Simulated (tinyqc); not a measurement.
Which current rules in forward bias: trap-assisted generation and recombination current of an abrupt junction. Computed by tinyqc, a small Python program. Command: `OMP_NUM_THREADS=1 python tinyqc.py 3026518 3026519 out.jsonl junctionleak walk`. One thread of a shared host (Intel(R) Xeon(R) Processor @ 2.30GHz), about 0.01 s of CPU time with the checks.

Depletion approximation, flat quasi-Fermi levels across the depleted layer, long neutral regions with minority lifetimes tau_n and tau_p, full ionisation and Boltzmann statistics. Voltages in exponents stand for e V.

Inputs (values chosen for the exercise, for a model semiconductor): gap E_g = 1.45 eV; electron mass m_e = 0.0701 m_0; valleys M_c = 1; hole mass m_h = 0.675 m_0; dielectric constant eps = 16.1; acceptor density N_A = 1e+17 cm^-3; donor density N_D = 6e+17 cm^-3; capture time tau_n = 1.6e-09 s; capture time tau_p = 1.2e-09 s; trap level E_t - E_i = 0 eV; electron diffusion coefficient D_n = 52 cm^2/s; hole diffusion coefficient D_p = 2.6 cm^2/s; temperature T = 400 K.

Field enhancement: none.

Constants: k_B = 8.617333262e-05 eV/K; m_0 = 9.1093837015e-31 kg; k_B = 1.380649e-23 J/K; h = 6.62607015e-34 J s; e = 1.602176634e-19 C; eps_0 = 8.8541878128e-12 F/m.

Method:
- N_c = 2 M_c (2 pi m_e k_B T/h^2)^(3/2) and N_v = 2 (2 pi m_h k_B T/h^2)^(3/2), masses in units of m_0.
- n_i = sqrt(N_c N_v) exp(-E_g/2 k_B T); V_bi = (k_B T/e) ln(N_A N_D/n_i^2); diffusion saturation current J_d0 = e n_i^2 [sqrt(D_n/tau_n)/N_A + sqrt(D_p/tau_p)/N_D].
- W = sqrt(2 eps eps_0 (V_bi - V)(1/N_A + 1/N_D)/e), x_p = W N_D/(N_A + N_D), x_n = W - x_p, peak field F_m = 2 (V_bi - V)/W; reverse bias means V = -V_r.
- Potential from the p edge: phi = (V_bi - V) x^2/(x_p W) on the p side and (V_bi - V)[1 - (W - x)^2/(x_n W)] on the n side; p = N_A exp(-phi/k_B T), n = n_i^2 exp(V/k_B T)/p; U = (n p - n_i^2)/[tau_p (n + n_i exp(dE/k_B T)) + tau_n (p + n_i exp(-dE/k_B T))], dE = E_t - E_i, n1 = n_i exp(dE/k_B T), p1 = n_i exp(-dE/k_B T); J_t = e int U dx by the trapezoid rule on 400 intervals on each side.
- J_d = J_d0 (exp(V/k_B T) - 1). Ideality n = (e/k_B T) dV/d ln J, central difference of 1 mV. The rows stop just below the bias where n = 0.1 p or tau_p n = 0.1 tau_n p at the p edge, or the like at the n edge.

k_B T = 0.0344693 eV

n_i = 2.87507e+09 cm^-3

J_d0 = 2.49027e-12 A/cm^2

Forward characteristic:
```
V (V)  J_t (A/cm^2)  J_d (A/cm^2)  ideality of J_t  ideality of the sum
0.22     4.0622e-06    1.4702e-09           1.8790               1.8784
0.35     2.9467e-05    6.3979e-08           1.9132               1.9094
0.48     2.1219e-04    2.7796e-06           1.9048               1.8828
0.60     1.3309e-03    9.0347e-05           1.8857               1.7852
0.73     1.0001e-02    3.9250e-03           1.8512               1.4930
0.86     7.9095e-02    1.7052e-01           1.7913               1.1628
0.99     6.8384e-01    7.4080e+00           1.7053               1.0362
1.11     5.2923e+00    2.4079e+02           1.7685               1.0094
```

What follows from these numbers?

Diffusion overtakes recombination between 0.73 and 0.86 V, and the ideality of the sum goes from 1.88 to 1.01, with a maximum of 1.91 at 0.35 V. The ideality of J_t alone lies between 1.71 and 1.91; it stays below 2 because the zone where n and p are alike widens as the field falls, and at the lowest bias the terms in n1 and p1 lower it too. Caution: one side is doped near or above its effective density of states, so Boltzmann statistics understate V_bi.

Extremes, crossings and ranges named in words are read from the listed rows.
